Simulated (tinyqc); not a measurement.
Width of the well: strained quantum well: band edges, subbands and transparency.

Growth on (001), barriers unstrained: tr(e) = e (2 - nu2), Z = b e (1 + nu2); Ec = Ev + Eg + ac tr(e), E_HH = Ev + av tr(e) + Z, E_LH = Ev + av tr(e) - Z (coupling to the split-off band left out).

Masses along z: me, 1/(g1 - 2 g2) for HH, 1/(g1 + 2 g2) for LH, likewise in the barrier; in the plane me, 1/(g1 + g2) for HH and 1/(g1 - g2) for LH (no mixing, which understates the hole masses away from k = 0). Level n solves k L + 2 atan[(k/m)/(kappa/mb)] = n pi, k = sqrt(m E/c), kappa = sqrt(mb (V - E)/c), c = hbar^2/2m0.

Transparency (Bernard-Duraffourg): Fc - Fv equals the lowest transition energy with n = p, n = sum m/(2 pi c) kB T ln(1 + exp((Fc - E)/kB T)) and p likewise over the listed subbands; c = hbar^2/2m0, 1/angstrom^2 = 1e16/cm^2.

Constants: hbar^2/2m0 = 3.80998211 eV angstrom^2; kB = 8.617333262e-05 eV/K; hc = 1239.841984 eV nm.

Inputs chosen for the exercise (near those of an InGaAs/InP well; shifted at random, so the results belong to these values and not to a real crystal): e = -0.0051 (strain in the plane); nu2 = 1.01 (2 C12/C11); Eg = 0.641 eV (unstrained gap of the well); Ev = -0.581 eV (its valence edge); ac = -5.9 eV; av = 1.06 eV (Ev moves by av tr(e)); b = -1.88 eV (shear potential); Egb = 1.353 eV (gap of the barrier); Evb = -0.94 eV (its valence edge); me = 0.0398 m0 (electron mass); g1 = 14.92 (gamma1); g2 = 5.99 (gamma2); meb = 0.08 m0; g1b = 5.08; g2b = 1.6; T = 350 K (temperature); Ls = (25, 35, 50, 65, 85, 110, 150) angstrom (widths).

All levels anew.

Results:

| L (angstrom) | wavelength (nm) | top hole | hh1 - lh1 (meV) | n_tr (1e12/cm^2) | share in top | n_tr/L (1e18/cm^3) |
|---|---|---|---|---|---|---|
| 25 | 1355 | hh1 | 132 | 0.388 | 0.96 | 1.55 |
| 35 | 1467 | hh1 | 119 | 0.394 | 0.93 | 1.13 |
| 50 | 1580 | hh1 | 101 | 0.415 | 0.83 | 0.83 |
| 65 | 1654 | hh1 | 88 | 0.444 | 0.72 | 0.68 |
| 85 | 1717 | hh1 | 76 | 0.487 | 0.59 | 0.57 |
| 110 | 1766 | hh1 | 66 | 0.543 | 0.48 | 0.49 |
| 150 | 1810 | hh1 | 57 | 0.644 | 0.37 | 0.43 |

The wavelength tunes by 455 nm. The sheet density at transparency changes from 0.39 to 0.64, the top hole subband holding 0.96 and 0.37 of the holes at the ends, while the volume density falls by a factor 3.6. Critical thickness and carrier escape are left out.

Program tinyqc; command `OMP_NUM_THREADS=1 python tinyqc.py 1250069 1250070 out.jsonl`; about 0.01 s on one thread of a shared Intel(R) Xeon(R) Processor @ 2.30GHz.
